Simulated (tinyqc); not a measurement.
Energy against buckling: buckled dimers of a reconstructed (001) surface, two dangling bonds a dimer.

In a dimer one atom moves up by z and the other down by z; the dangling bond of the up atom (more s-like) falls by gm z and that of the down atom rises by gm z. With all dimers tilted alike: H(k) = [[-gm z - 2 ta cos k, -tp - 2 tx cos k], [., gm z - 2 ta cos k]], k along the row in 1/a. Two electrons a dimer fill the lowest N of the 2N levels on the mesh k_j = (j + 1/2) pi/N. Total energy a dimer: W(z) = (2/N) sum of the filled levels + kf z^2. Repulsion between electrons is left out.

Parameters, chosen for this exercise (of the size met on Si(001); the results hold for these values, not for the real material):
- tp = 0.23 eV (pi coupling inside a dimer)
- ta = 0.09 eV (coupling between like atoms along the row)
- tx = 0.04 eV (diagonal coupling along the row)
- gm = 1.76 eV/angstrom (shift of a dangling bond with height)
- kf = 7.2 eV/angstrom^2 (force constant of buckling)
- N = 16 (k points)

W relative to z = 0; gap as lowest upper less highest lower level on 201 points from 0 to pi.

Per dimer (eV):
```
z (angstrom)  band energy  elastic        W     gap
0.00               0.0000   0.0000   0.0000  0.1000
0.05              -0.0343   0.0180  -0.0163  0.1362
0.10              -0.1234   0.0720  -0.0514  0.2277
0.15              -0.2455   0.1620  -0.0835  0.3508
0.20              -0.3863   0.2880  -0.0983  0.4917
0.30              -0.6965   0.6480  -0.0485  0.8012
0.40              -1.0251   1.1520   0.1269  1.1290
0.50              -1.3624   1.8000   0.4376  1.4657
0.60              -1.7043   2.5920   0.8877  1.8072
```

What does the comparison show, and why?

W is lowest at z = 0.2 among these rows (-0.0983 eV). The band energy falls as z^2 at first and linearly, as -2 gm z, once gm z is far above tp, so the elastic term always wins at large z. The gap is open at all z.

Program tinyqc; command `OMP_NUM_THREADS=1 python tinyqc.py 1452216 1452217 out.jsonl`; about 0.05 s on one thread of a shared Intel(R) Xeon(R) Processor @ 2.30GHz.
